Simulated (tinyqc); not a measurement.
Inside a calculation. Method: UKS/BP86 in the 6-31g basis, for H2-, spin multiplicity 2. The basis has no diffuse functions, so it cannot describe the extra electron: this is an exercise in the method, not the real anion. One step of it, computed by the program tinyqc.

Problem. Iteration 1: diagonalisation and new density. Diagonalise F' = X^T F X, C = X C', fill 2 alpha and 1 beta electrons from the bottom; D(s) = C_occ C_occ^T. Each column has its largest component positive (the first on a tie).

F(alpha) (hartree), lower triangle:
```
           1H 1s      1H 2s      2H 1s     2H 2s
1H 1s   0.461493
1H 2s  -0.032176   0.149624
2H 1s  -0.127803  -0.106793   0.319443
2H 2s  -0.077160   0.037860  -0.105741  0.102702
```

F(beta) (hartree), lower triangle:
```
           1H 1s      1H 2s     2H 1s     2H 2s
1H 1s   0.511279
1H 2s   0.001038   0.184926
2H 1s  -0.109146  -0.052472  0.562474
2H 2s  -0.057442   0.072653  0.004535  0.160678
```

X, lower triangle:
```
           1H 1s      1H 2s      2H 1s     2H 2s
1H 1s   1.253315
1H 2s  -0.499362   1.623791
2H 1s  -0.023891   0.027498   1.253315
2H 2s   0.027498  -0.625123  -0.499362  1.623791
```

Give: F' = X^T F X; orbital energies; coefficients C; F' = X^T F X; orbital energies; coefficients C; D(alpha) after iteration 1; D(beta) after iteration 1.

Solution.

F' = X^T F X (alpha) (hartree), lower triangle:
```
         1        2        3       4
1   0.8016
2  -0.4126   0.4747
3  -0.1094  -0.0478   0.6576
4  -0.0344  -0.0811  -0.4314  0.4349
```

orbital energies (alpha) (hartree): MO1 0.0086, MO2 0.2850, MO3 0.9620, MO4 1.1133

coefficients C (alpha):
```
          MO1      MO2      MO3      MO4
1H 1s  0.1995   0.2118   0.5523  -1.1966
1H 2s  0.2008   1.1763  -0.2631   1.3358
2H 1s  0.3315  -0.1676   1.1377   0.6237
2H 2s  0.4949  -1.0198  -1.0650  -0.9265
```

F' = X^T F X (beta) (hartree), lower triangle:
```
         1        2        3       4
1   0.8477
2  -0.4012   0.4914
3  -0.1211  -0.0336   0.9179
4  -0.0344  -0.0799  -0.4097  0.4468
```

orbital energies (beta) (hartree): MO1 0.0971, MO2 0.3406, MO3 1.0502, MO4 1.2159

coefficients C (beta):
```
          MO1      MO2      MO3      MO4
1H 1s  0.2174  -0.1560   1.0323   0.8272
1H 2s  0.3279  -1.1975  -0.8569  -1.0009
2H 1s  0.1849   0.0806   0.7649  -1.0935
2H 2s  0.4808   1.2049  -0.4684   1.1727
```

D(alpha) after iteration 1, lower triangle:
```
         1H 1s    1H 2s   2H 1s   2H 2s
1H 1s   0.0847
1H 2s   0.2892   1.4239
2H 1s   0.0306  -0.1306  0.1380
2H 2s  -0.1173  -1.1002  0.3350  1.2850
```

D(beta) after iteration 1, lower triangle:
```
        1H 1s   1H 2s   2H 1s   2H 2s
1H 1s  0.0473
1H 2s  0.0713  0.1075
2H 1s  0.0402  0.0606  0.0342
2H 2s  0.1045  0.1577  0.0889  0.2312
```
